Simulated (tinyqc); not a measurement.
# Changing the decay q

Model: Gupta-type many-body potential for a metal. Computed by tinyqc, a small Python program. Command: `OMP_NUM_THREADS=1 python tinyqc.py 3013887 3013888 out.jsonl gupta sweep`. One thread of a shared host (Intel(R) Xeon(R) Processor @ 2.30GHz), about 0.02 s of CPU time with the checks.

E_i = sum_j A exp(-p (r_ij/r0 - 1)) - xi rho_i^gamma, with rho_i = sum_j exp(-2 q (r_ij/r0 - 1)); gamma = 1/2 is the tight-binding second-moment form. The crystal is fcc unless stated; d is the neighbour distance and a fixed number of shells is kept.

Inputs (values chosen for the exercise, for a model metal):
```
quantity                   value      unit
repulsion A               0.0987        eV
hopping xi                 0.915        eV
decay p                     10.9         -
reference distance r0      2.889  angstrom
shells kept                    5         -
embedding exponent gamma    0.55         -
```

Surface: (100).

Constants: 1 eV/angstrom^3 = 160.2176634 GPa; 1 eV/angstrom^2 = 16.02176634 J/m^2.

Method:
- fcc shells: d sqrt(k), k = 1..5, with 12, 6, 24, 12, 24 atoms; Omega = d^3/sqrt2.
- Equilibrium: dE/dd = 0; B = d^2 E''(d)/(9 Omega).
- Repulsion and density of one neighbour in each shell, and their sums.
- Each neighbour j of the vacancy loses one repulsive term and one density term: E_v = sum_shells count x {-repulsion - xi [(rho - density)^gamma - rho^gamma]}. (The removed atom returns to a bulk-like site, so its own energy cancels.)
- Second derivatives of E/Omega at equilibrium under homogeneous strain: e_xx = h gives C11; e_xx = -e_yy = h gives 2 (C11 - C12); e_xy = e_yx = h/2 gives C44.
- Cut the crystal without relaxation; an atom in layer l keeps the neighbours that lie below the surface plane. Excess = E_i + E_c. Surface energy = sum of excesses over the layers, divided by the area per surface atom: (sqrt3/2) d^2 for (111), d^2 for (100), sqrt2 d^2 for (110).

One run for each value; columns: (1) decay q; (2) ratio E_v/E_c, E_c = xi rho^gamma less the repulsive energy; (3) Cauchy pressure C12 - C44 (GPa); (4) bulk modulus B (GPa); (5) surface energy (J/m^2):
```
(1)       (2)     (3)     (4)     (5)
1.91  0.43436  17.440   74.64  1.0065
2.19  0.41783  21.038   79.05  0.8933
2.46  0.40012  25.284   84.24  0.8139
2.73  0.38048  30.457   90.28  0.7531
3.01  0.35791  36.998   97.42  0.7025
3.28  0.33386  44.676  105.19  0.6611
3.55  0.30738  54.005  113.93  0.6238
3.83  0.27711  65.855  124.19  0.5869
```

Over the rows, ratio E_v/E_c, E_c = xi rho^gamma less the repulsive energy falls from 0.434 to 0.277 (exponent d ln y / d ln x -0.28 between the first rows and -1.4 between the last); Cauchy pressure C12 - C44 (GPa) rises from 17.4 to 65.9 (exponent d ln y / d ln x 1.4 between the first rows and 2.6 between the last); bulk modulus B (GPa) rises from 74.6 to 124 (exponent d ln y / d ln x 0.42 between the first rows and 1.1 between the last). A larger q/p makes repulsion and band term cancel more closely, so the many-body part weighs more: vacancies get cheaper relative to E_c and the Cauchy pressure grows.
